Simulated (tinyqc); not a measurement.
Starting guesses with DIIS over 6 matrices: SCF starting guesses in the sto-6g basis, for H2, spin multiplicity 1. Computed by the program tinyqc with PySCF. 

Geometry (angstrom):
```
atom       x       y       z
H     0.0000  0.0000  0.0000
H     0.0000  0.0000  1.1450
```

lowest restricted solution found by these runs and by PySCF = -1.029641 hartree

RHF with one setting changed at a time; a run stops when the energy changes by less than 1e-09 hartree and the error matrix is below 1e-5. Starts: the lowest orbitals of the core Hamiltonian, of the Wolfsberg-Helmholz matrix (K = 1.75), projected atomic densities, random orbitals, and the highest orbitals of the core Hamiltonian (a deliberately bad start).

Largest element of the error matrix X^T (FDS - SDF) X:
```
iteration     core  Wolfsberg-Helmholz  atomic densities   random  highest core orbitals
1          2.7e-16             0.0e+00           2.4e-16  6.4e-02                2.0e-16
2          1.5e-16             0.0e+00           0.0e+00  1.4e-03                2.5e-15
3                -                   -           0.0e+00  4.5e-08                3.5e-16
4                -                   -                 -  2.3e-08                4.5e-17
```

How each run ends:
```
run                    iterations  E (hartree)         state
core                            2     -1.02964  lowest found
Wolfsberg-Helmholz              2     -1.02964  lowest found
atomic densities                3     -1.02964  lowest found
random                          4     -1.02964  lowest found
highest core orbitals           4     -0.16792        higher
```

4 of 5 runs reach the lowest restricted solution found, in 2 to 4 iterations (fastest: core, Wolfsberg-Helmholz). Ending on a higher stationary point: highest core orbitals; a small error matrix cannot reveal that, and an occupation fixed by the start is kept by symmetry or by the shape of the basin. The first errors are 3e-16, 0e+00, 2e-16, 6e-02, 2e-16.
